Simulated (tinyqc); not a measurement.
Inputs raised by 5 %, one at a time: equation-of-state fits to an energy-volume table made by a known binding curve. Computed by tinyqc, a small Python program. Command: `OMP_NUM_THREADS=1 python tinyqc.py 3014151 3014152 out.jsonl eosfit sens`. One thread of a shared host (Intel(R) Xeon(R) Processor @ 2.30GHz), about 0.07 s of CPU time with the checks.

With x = (V/V_0)^(1/3), the energy per atom is E = D [m x^-n - n x^-m]/(n - m), so that B0 = D n m/(9 V_0) and B' = (n + m + 6)/3. B' = dB/dP at P = 0.

Inputs (values chosen for the exercise, for a model crystal):
```
quantity                                  value             unit
cohesive energy D                          7.77          eV/atom
true volume V_0                            23.6  angstrom^3/atom
repulsive exponent n                          5                -
attractive exponent m                         2                -
half-width of the volume window w          0.16                -
shift of the window centre s             -0.023                -
points N                                      5                -
compression V/V_0 for the pressure test    0.85                -
noise amplitude                           0.025              meV
```

Binding curve: Mie. Noise: added.

numbers xi_j, drawn evenly from -1 to 1: -0.1713  0.5398  0.0531  -0.7421  -0.0615  0.3926  -0.6639  -0.0888  0.4487  -0.1866  -0.3951  -0.2042  0.2162  -0.8754  -0.0086  -0.9493  -0.7151  0.5055  0.2940  0.6956  0.7322

Constants: 1 eV/angstrom^3 = 160.2176634 GPa.

Method:
- B0 and B' from the formulas above; P = -dE/dV at V = c V_0 (c the compression chosen), from the curve itself.
- Table: V_j = V_0 [1 + s + w (2 j/(N - 1) - 1)], j = 0..N-1, rounded to 0.001; E_j from the curve plus the noise amplitude times the listed numbers xi_j (xi_0 first), rounded to 1e-7 eV.
- Third-order Birch-Murnaghan is a cubic in u = V^(-2/3): fit it by linear least squares, find the minimum, and take B0 = V E''(V), B' = -1 - V E'''/E'' there.
- Errors are fitted minus exact, relative; the pressure at c V_0 uses P = (3 B0/2) (x^7 - x^5) [1 + (3/4)(B' - 4)(x^2 - 1)], x = (V0/V)^(1/3) with the fitted values.

Runs:
```
input moved                              from      to  exact B0 (GPa)  exact B'  exact pressure at c V_0 (GPa)  fitted pressure at c V_0 (GPa)
base run                                    -       -          58.611    4.3333                         13.561                          13.559
cohesive energy D (eV/atom)              7.77  8.1585          61.541    4.3333                         14.239                          14.237
true volume V_0 (angstrom^3/atom)        23.6   24.78          55.820    4.3333                         12.915                          12.913
repulsive exponent n                        5    5.25          61.541    4.4167                         14.338                          14.336
attractive exponent m                       2     2.1          61.541    4.3667                         14.276                          14.275
half-width of the volume window w        0.16   0.168          58.611    4.3333                         13.561                          13.559
compression V/V_0 for the pressure test  0.85  0.8925          58.611    4.3333                          8.533                           8.533
```

Exponents ln(y'/y) / ln(x'/x):
```
input                                    exact B0  exact B'  exact pressure at c V_0  fitted pressure at c V_0
cohesive energy D                               1     0.000                    1.000                     1.000
true volume V_0                                -1     0.000                   -1.000                    -1.000
repulsive exponent n                            1     0.390                    1.143                     1.143
attractive exponent m                           1     0.157                    1.054                     1.054
half-width of the volume window w               0     0.000                    0.000                     0.000
compression V/V_0 for the pressure test         0     0.000                   -9.495                    -9.493
```

Among the inputs moved here: exact B0 answers most in size to cohesive energy D (exponent +1.000), and about equally to true volume V_0 (-1.000), repulsive exponent n (+1.000), attractive exponent m (+1.000); its exponent is below 0.0005 for half-width of the volume window w, compression V/V_0 for the pressure test. Its exponent +1.000 in cohesive energy D: B0 scales with the binding energy. Its exponent -1.000 in true volume V_0: B0 is an energy per volume. Exact B' answers most in size to repulsive exponent n (exponent +0.390), next to attractive exponent m (+0.157); its exponent is below 0.0005 for cohesive energy D, true volume V_0, half-width of the volume window w, compression V/V_0 for the pressure test. Exact pressure at c V_0 answers most in size to compression V/V_0 for the pressure test (exponent -9.495), next to repulsive exponent n (+1.143); its exponent is below 0.0005 for half-width of the volume window w. Fitted pressure at c V_0 answers most in size to compression V/V_0 for the pressure test (exponent -9.493), next to repulsive exponent n (+1.143); its exponent is below 0.0005 for half-width of the volume window w.
